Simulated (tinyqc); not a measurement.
Changing the Luttinger gamma_1: shallow acceptor in the spherical model (Baldereschi-Lipari), strong spin-orbit limit. Computed by tinyqc, a small Python program. Command: `OMP_NUM_THREADS=1 python tinyqc.py 3011175 3011176 out.jsonl acceptor sweep`. One thread of a shared host (Intel(R) Xeon(R) Processor @ 2.30GHz), about 0.03 s of CPU time with the checks.

The 1S(3/2) state has an s envelope f(r) and a d envelope g(r). In effective units they obey -(f'' + 2f'/r + 2f/r) + mu (g'' + 5g'/r + 3g/r^2) = E f and -(g'' + 2g'/r - 6g/r^2 + 2g/r) + mu (f'' - f'/r) = E g. The cubic term, the split-off band and the central cell are left out.

Inputs (values chosen for the exercise, modelled on GaAs):
```
quantity,value,unit
Luttinger gamma_2,2.07,-
Luttinger gamma_3,2.93,-
dielectric constant eps,12.4,-
spin-orbit gap Delta_so,338,meV
```

Constants: Ry = 13.605693123 eV; a_0 = 0.529177210903 angstrom.

Method:
- Ry* = Ry/(gamma_1 eps^2), a* = a_0 eps gamma_1, mu = (6 gamma_3 + 4 gamma_2)/(5 gamma_1), delta = (gamma_3 - gamma_2)/gamma_1; spherical masses 1/(gamma_1 (1 - mu)) (heavy) and 1/(gamma_1 (1 + mu)) (light).
- Basis: f_i = exp(-zeta_i r), g_i = r exp(-zeta_i r), weight r^2 dr, s = zeta_i + zeta_j. S_ff = 2/s^3, H_ff = zeta_i zeta_j S_ff - 2/s^2; S_gg = 24/s^5, H_gg = 8/s^3 + 24 zeta_i zeta_j/s^5 - 12/s^4; H(f_i, g_j) = mu (6 zeta_i^2/s^4 + 2 zeta_i/s^3); S_fg = 0. Each function is normalised by sqrt(S_ii).
- Large basis: zeta_i = 0.08 x 1.55^(i-1), i = 1..20 in each channel; overlap eigenvalues below 1e-11 are dropped.
- Binding energies are -E Ry*; the mass that fits is E(1S) eps^2/Ry.

One run for each value:
```
Luttinger gamma_1,1S(3/2) binding energy (meV),d weight of 1S(3/2),mu,Ry* (meV)
5.62,92.621,0.40855,0.92028,15.745
6.60,32.383,0.28504,0.78364,13.407
7.74,19.666,0.20199,0.66822,11.432
9.08,13.932,0.14409,0.56960,9.745
10.70,10.528,0.10235,0.48336,8.270
12.50,8.390,0.07430,0.41376,7.079
14.70,6.782,0.05334,0.35184,6.019
17.20,5.604,0.03877,0.30070,5.145
```

Over the rows, 1S(3/2) binding energy (meV) falls from 92.6 to 5.60 (exponent d ln y / d ln x -6.5 between the first rows and -1.2 between the last); d weight of 1S(3/2) falls from 0.409 to 0.0388 (exponent d ln y / d ln x -2.2 between the first rows and -2.0 between the last); mu falls from 0.920 to 0.301 (exponent d ln y / d ln x about -1.00 throughout).

Caution (rows 5.62): the binding exceeds a fifth of the spin-orbit gap Delta_so, so the split-off band, left out, matters. Caution (rows 5.62): the orbit is only a few bond lengths wide, so central-cell terms matter.
